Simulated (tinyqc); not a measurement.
Double-gate transistor, scale length and short-channel effects: effect of the channel length.

A body of thickness ts between two insulators of thickness ti and two tied gates. Below threshold the potential that source and drain add obeys Laplace's equation and vanishes on the gate. Its lowest mode decays along the channel as exp(-k y); k is the smallest positive root of the matching condition at the interface, and the scale length is Lambda = pi/k.

k is the smallest positive root of f(k) = ei cos(k ti) cos(k ts/2) - eps_r sin(k ti) sin(k ts/2). Along the channel psi(y) = s + a exp(y/l) + b exp(-y/l) with psi(0) = Vbi, psi(L) = Vbi + Vds and l = 1/k = Lambda/pi; with A = Vbi - s, B = A + Vds, x = exp(-L/l): a = (B - A x) x/(1 - x^2), b = (A - B x)/(1 - x^2). The minimum is s + 2 sqrt(a b), at y = (l/2) ln(b/a). The long-channel potential follows the gate as s = sT + (Vg - VTL)/m, and the threshold VT is the gate voltage at which the minimum equals sT. Swing = m Vt ln 10/g at threshold, g = d(minimum)/ds = 1 - (b x + a)/((1 + x) sqrt(a b)). DIBL = [VT(0.05 V) - VT(Vds)]/(Vds - 0.05 V). sT and Vbi are held fixed; m = 1.

Inputs (values chosen for the exercise); permittivities: semiconductor made up, insulator close to that of hafnium oxide: temperature T = 300 K; relative permittivity of the semiconductor eps_r = 18; relative permittivity of the insulator ei = 21.9; insulator thickness ti = 10 nm; body thickness ts = 4.4 nm; potential of the source Vbi = 0.88 V; potential of the barrier top at threshold sT = 0.62 V; drain voltage Vds = 0.5 V.

Constants: q = 1.602176634e-19 C, kB = 1.380649e-23 J/K, Vt = kB T/q. Results are converted to the units shown.

The same in every row: Lambda (nm) = 23.65.

Results:
```
L (nm),L/Lambda,VT - VTL at Vds = 0.05 V (mV),VT - VTL at Vds (mV),DIBL (mV/V),swing (mV/decade)
26,1.099,-149.5,-242.7,207.1,94.28
31,1.311,-95.25,-153.4,129.3,81.83
37,1.564,-58.20,-93.03,77.39,73.26
44,1.860,-34.13,-54.19,44.57,67.63
53,2.241,-17.85,-28.17,22.94,63.79
75,3.171,-3.952,-6.200,4.995,60.48
89,3.763,-1.546,-2.423,1.948,59.90
110,4.651,-0.3818,-0.5979,0.4802,59.62
```

Estimate the missing row, L = 63 nm.

Computed row:
```
L (nm),L/Lambda,VT - VTL at Vds = 0.05 V (mV),VT - VTL at Vds (mV),DIBL (mV/V),swing (mV/decade)
63,2.664,-8.919,-14.02,11.35,61.66
```

With this row back in the table: From L = 26 to 110 nm, DIBL falls from 207 to 0.480 mV/V and the swing falls from 94.3 to 59.6 mV a decade (long-channel value 59.5). Between the last two rows the threshold shift at Vds decays with a length of 15.0 nm, against 2 Lambda/pi = 15.1 nm for a shift that goes as exp(-pi L/(2 Lambda)). DIBL first drops below 100 mV/V at L = 37 nm among the rows, L/Lambda = 1.6. For L = 26 to 31 nm L is under 1.5 Lambda, where higher modes, left out of the one-mode potential, count.

tinyqc, about 0.01 s, one thread, Intel Xeon 2.30GHz (shared host): `OMP_NUM_THREADS=1 python tinyqc.py 2420110 2420111 out.jsonl`
